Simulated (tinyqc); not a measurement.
## MOS inversion layer, Poisson-Schroedinger loop: effect of the temperature

Electrons confined at an insulator interface at z = 0, treated as a hard wall; parabolic valleys, Hartree approximation, no image or exchange terms. The depletion charge lies far deeper than the electrons and gives a uniform field q Nd/(eps0 eps_r); the gate balances all charge. Energies are counted from the band edge at the interface.

Schroedinger equation -(C/mz) psi'' + (V0 + U + dE for set B) psi = E psi, C = hbar^2/(2 m0), psi(0) = 0, on a uniform mesh of 800 nodes with a far wall at 57 nm, 8 levels a set; V0 = q Nd z/(eps0 eps_r); dU/dz = q (Ns - integral of n from 0 to z)/(eps0 eps_r), U(0) = 0; N_k = g md m0 q Vt/(pi hbar^2) ln(1 + exp((EF - E_k)/Vt)), g the number of valleys of the set, sum N_k = Ns. Triangular well: E_k = a_k (C F^2/mz)^(1/3), a_1 = 2.338107, a_2 = 4.087949, C = hbar^2/(2 m0), F in eV/nm. Fang-Howard (all electrons in the lowest level of set A): b^3 = 6 (mz1/C) q (Nd + 11 Ns/32)/(eps0 eps_r), centroid 3/b, level C b^2/(4 mz1) + (3/b) q (Nd + 11 Ns/16)/(eps0 eps_r). The centroid adds 3.9 z_av/eps_r to an oxide-equivalent thickness.

Values chosen for this exercise; masses and permittivity close to those of silicon (110): relative permittivity eps_r = 11.7; mass along z of valley set A (4 valley(s)) mz1 = 0.314 m0; in-plane density-of-states mass of set A md1 = 0.33 m0; mass along z of valley set B (2 valley(s)) mz2 = 0.19 m0; in-plane density-of-states mass of set B md2 = 0.409 m0; sheet density of electrons Ns = 3.9e11 cm^-2; sheet density of depletion charge Nd = 4.1e11 cm^-2; extra shift of set B (strain) dE = 0 eV.

Constants: q = 1.602176634e-19 C, kB = 1.380649e-23 J/K, hbar = 1.054571817e-34 J s, m0 = 9.1093837015e-31 kg, Vt = kB T/q, eps0 = 8.8541878128e-14 F/cm where lengths are in cm, hbar^2/(2 m0) = 0.0380998212 eV nm^2. Results are converted to the units shown.

The same in every row: Fang-Howard centroid (nm) = 4.02.

Result of one run:

| T (K) | A1 (meV) | B1 (meV) | EF (meV) | share of A1 (%) | share of set A (%) | centroid z_av (nm) | added oxide equivalent (nm) |
|---|---|---|---|---|---|---|---|
| 20 | 57.0 | 65.6 | 55.8 | 99.5 | 99.5 | 3.78 | 1.26 |

What becomes of these results when the temperature T is changed from 20 to 200 K, all else the same?

Result of the changed run:

| T (K) | A1 (meV) | B1 (meV) | EF (meV) | share of A1 (%) | share of set A (%) | centroid z_av (nm) | added oxide equivalent (nm) |
|---|---|---|---|---|---|---|---|
| 200 | 57.7 | 66.7 | -5.20 | 62.5 | 73.9 | 4.51 | 1.50 |

The whole series:

| T (K) | A1 (meV) | B1 (meV) | EF (meV) | share of A1 (%) | share of set A (%) | centroid z_av (nm) | added oxide equivalent (nm) |
|---|---|---|---|---|---|---|---|
| 20 | 57.0 | 65.6 | 55.8 | 99.5 | 99.5 | 3.78 | 1.26 |
| 50 | 57.1 | 65.8 | 49.3 | 91.8 | 91.8 | 3.83 | 1.28 |
| 77 | 57.2 | 65.9 | 41.6 | 84.7 | 85.3 | 3.90 | 1.30 |
| 120 | 57.4 | 66.2 | 27.0 | 75.7 | 79.1 | 4.05 | 1.35 |
| 200 | 57.7 | 66.7 | -5.20 | 62.5 | 73.9 | 4.51 | 1.50 |
| 300 | 58.1 | 67.4 | -52.5 | 50.3 | 71.3 | 5.26 | 1.75 |
| 400 | 58.5 | 67.9 | -105 | 41.7 | 69.9 | 6.04 | 2.01 |
| 500 | 58.8 | 68.4 | -163 | 35.5 | 69.1 | 6.75 | 2.25 |

As T goes from 20 to 500, A1 rises from 57.0 to 58.8 meV, the share of A1 falls from 99.5 to 35.5 % and the centroid rises from 3.78 to 6.75 nm. The Fang-Howard centroid is 6.4 % above the full one in the first row, where A1 holds 99.5 %, and 40 % below it in the last, where A1 holds 35.5 %. For T = 500 the eighth level of a set still holds over 0.4 % of the electrons, so more levels and a farther wall would raise the centroid.

Program tinyqc, `OMP_NUM_THREADS=1 python tinyqc.py 2160009 2160010 out.jsonl`; Intel Xeon 2.30GHz, shared host, one thread, about 0.8 s.
